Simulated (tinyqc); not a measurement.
Worked calculation: ionisation potential and affinity of a slab from the planar-averaged potential. Values are carried at full precision from step to step, so a last printed digit may differ when a step is redone from the rounded ones.

A model of the planar-averaged electrostatic energy of an electron in a periodic cell of N1 periods of A (L1 = N1 n1 h) and N2 periods of vacuum (L2 = N2 n2 h), on z_j = j h: V(z) = f VA + (1 - f) VB + F t(z), VA = V1[0] + V1[1] cos(2 pi z/(n1 h)) + V1[2] cos(4 pi z/(n1 h)), VB the same with V2, n2 and z - L1. f = [tanh(z/w) - tanh((z - L1)/w) + tanh((z - L1 - L2)/w)]/2 + 1/2; t(z) = z - L1/2 in A and (L1/L2)(L1 + L2/2 - z) beyond, so that the cell is periodic.

Constants: e^2/(4 pi eps0) = 14.39964547 eV angstrom.

Parameters, chosen for this exercise (gap near that of Si; shifted at random, so the results belong to these values and not to a real crystal): h = 0.3 angstrom (grid step); n1 = 6 (grid points per period of A); n2 = 6 (grid points per period of the vacuum filter); N1 = 5 (periods of A); N2 = 4 (periods of vacuum); V1 = (-4.06, 1.68, 0.61) eV (mean and two harmonics of the potential in A); V2 = (0, 0, 0) eV (the same in vacuum); w = 0.3 angstrom (width of the interfaces); F = 0 eV/angstrom (slope in A from opposite charges on the two interfaces); Ev1 = -1.11 eV (valence top of bulk A above its mean potential); Eg1 = (0.6, 1.18) eV (gap of A: semi-local value, corrected value); fv1 = 0.42 (share of the correction that lowers the valence top of A); eps = 1.3 (dielectric constant at the interface).

## The planar average

Evaluate V on the grid, j = 0, 1, ...

V(z_j) (eV): -0.885  -3.105  -5.111  -5.117  -5.203  -3.525  -1.770  -3.525  -5.205  -5.130  -5.205  -3.525  -1.770  -3.525  -5.205  -5.130  -5.205  -3.525  -1.770  -3.525  -5.205  -5.130  -5.205  -3.525  -1.770  -3.525  -5.203  -5.117  -5.111  -3.105  -0.885  -0.420  -0.094  -0.013  -0.002  0.000  0.000  0.000  0.000  0.000  0.000  0.000  0.000  0.000  0.000  0.000  0.000  0.000  0.000  0.000  -0.002  -0.013  -0.094  -0.420

## Running means

Running mean over n points, periodic: for odd n the plain mean of the n points centred on j; for even n the n + 1 points with half weight at both ends. The macroscopic average applies the mean over n1 points and then over n2 points.

Apply the first mean, then the second.

after the mean over n1 points (eV): -2.030  -2.881  -3.566  -3.898  -4.007  -4.050  -4.059  -4.060  -4.060  -4.060  -4.060  -4.060  -4.060  -4.060  -4.060  -4.060  -4.060  -4.060  -4.060  -4.060  -4.060  -4.060  -4.060  -4.060  -4.059  -4.050  -4.007  -3.898  -3.566  -2.881  -2.030  -1.179  -0.494  -0.162  -0.053  -0.010  -0.001  0.000  0.000  0.000  0.000  0.000  0.000  0.000  0.000  0.000  0.000  0.000  -0.001  -0.010  -0.053  -0.162  -0.494  -1.179

macroscopic average (eV): -2.030  -2.634  -3.166  -3.574  -3.842  -3.981  -4.036  -4.054  -4.059  -4.060  -4.060  -4.060  -4.060  -4.060  -4.060  -4.060  -4.060  -4.060  -4.060  -4.060  -4.060  -4.060  -4.059  -4.054  -4.036  -3.981  -3.842  -3.574  -3.166  -2.634  -2.030  -1.426  -0.894  -0.486  -0.218  -0.079  -0.024  -0.006  -0.001  0.000  0.000  0.000  0.000  0.000  0.000  0.000  -0.001  -0.006  -0.024  -0.079  -0.218  -0.486  -0.894  -1.426

Around the middle of vacuum the first mean varies by 0 meV over five points and the second by 0 meV.

## The potential line-up

Read the macroscopic average in the middle of each region, j = 15 and j = 42, and its slope in A by a central difference over two points each way.

plateau in A = -4.060 eV
plateau in vacuum = 0.000 eV
dV = vacuum - A = 4.060 eV
slope in A = 0.000 eV/angstrom

The plateaus are flat, so the line-up is well defined.

## Ionisation potential and affinity

IP = dV - Ev1, EA = IP - gap. The correction opens the gap by c = Eg1[1] - Eg1[0], lowers the valence top by fv1 c and raises the conduction edge by (1 - fv1) c; dV is kept.

IP, EA with the semi-local gap (eV): 5.170  4.570

c = 0.58 eV

IP, EA corrected (eV): 5.414  4.234

The correction raises IP by 0.24 eV and lowers EA by 0.34 eV.

## The dipole behind the step

A step dV of the mean electron energy from A to vacuum across an interface equals 4 pi (e^2/4 pi eps0) times a dipole per area p (in e angstrom per angstrom^2). For a change of 0.1 eV in dV, give the charge per area moved over 2 angstrom in a medium of dielectric constant eps: sigma = 0.1 eps/(4 pi (e^2/4 pi eps0) 2). 1 angstrom^-2 = 1e16 cm^-2.

|p| = 0.02244 e/angstrom
sigma = 3.59e+12 e/cm^2

With about 7e14 atoms per cm^2 in a plane (as on a silicon (100) face), 0.5 % of an electron per atom shifts the line-up by 0.1 eV.

## Checks

- Line-up in a cell of 14 + 14 periods without slope against V2[0] - V1[0] (eV): both 4.0600.

(tinyqc, `OMP_NUM_THREADS=1 python tinyqc.py 1880582 1880583 out.jsonl`, Intel(R) Xeon(R) Processor @ 2.30GHz, 1 thread, shared host, about 0.01 s.)
